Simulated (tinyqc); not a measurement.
Schottky emission and Poole-Frenkel conduction in an insulator, and how to tell them apart: two steps of the calculation.

Schottky emission (electrode-limited): J = As T^2 exp[-(pb - b sqrt(F))/Vt], b = sqrt(q/(4 pi eps0 ei)). Poole-Frenkel emission (bulk-limited): J = s0 F exp[-(pt - 2 b sqrt(F))/Vt]. F in V/cm.

Parameters, values chosen for the exercise; dielectric values close to those of hafnium oxide: temperature T = 350 K; high-frequency relative permittivity ei = 4.25; static relative permittivity es = 21.5; trap depth pt = 0.79 eV; Poole-Frenkel prefactor s0 = 1.2 S/cm; electrode barrier pb = 1.53 eV; Richardson constant As = 17 A/(cm^2 K^2); field F = 2.4 MV/cm.

Constants: q = 1.602176634e-19 C, kB = 1.380649e-23 J/K, Vt = kB T/q, eps0 = 8.8541878128e-14 F/cm where lengths are in cm. Results are converted to the units shown.

Question 1. Both currents at one field. Lowerings b sqrt(F) and 2 b sqrt(F); the image-force maximum lies at sqrt(q/(16 pi eps0 ei F)) from the electrode.

Give: Schottky lowering; position of the barrier top; Poole-Frenkel lowering; J, Schottky; J, Poole-Frenkel.

Answer 1.

Schottky lowering = 285.16 meV
position of the barrier top = 0.59408 nm
Poole-Frenkel lowering = 570.32 meV
J, Schottky = 2.4755e-12 A/cm^2
J, Poole-Frenkel = 1977.5 A/cm^2

Injection and bulk transport act in series, so the smaller capacity limits the current: here the electrode, by a factor of 7.99e14.

Question 2. Which mechanism made these data. The data come from another sample of the same dielectric, in which one mechanism alone limits the current. Fit straight lines by least squares: ln J on sqrt(F) (Schottky plot, slope b/Vt) and ln(J/F) on sqrt(F) (Poole-Frenkel plot, slope 2 b/Vt), F in V/cm, and read a permittivity from each slope. The right mechanism gives a value near ei, and in any case between ei and es.

| point | F (MV/cm) | J (A/cm^2) |
|---|---|---|
| 0 | 0.65 | 0.3332 |
| 1 | 1.13 | 13.31 |
| 2 | 1.62 | 247 |
| 3 | 2.1 | 2755 |
| 4 | 2.59 | 24010 |

Wanted: slope of the Schottky plot; permittivity read as Schottky; slope of the Poole-Frenkel plot; permittivity read as Poole-Frenkel.

Answer 2.

slope of the Schottky plot = 0.013922 (cm/V)^0.5
permittivity read as Schottky = 0.81675
slope of the Poole-Frenkel plot = 0.012206 (cm/V)^0.5
permittivity read as Poole-Frenkel = 4.2500

Both plots are nearly straight, so straightness decides nothing. Read as Poole-Frenkel the data give 4.25, which matches ei = 4.25; read as Schottky they give 0.817, below 1 and impossible. The data are Poole-Frenkel.

Computed by the program tinyqc: `OMP_NUM_THREADS=1 python tinyqc.py 2370032 2370033 out.jsonl`, one thread of a shared Intel Xeon 2.30GHz, about 0.01 s for the whole run.
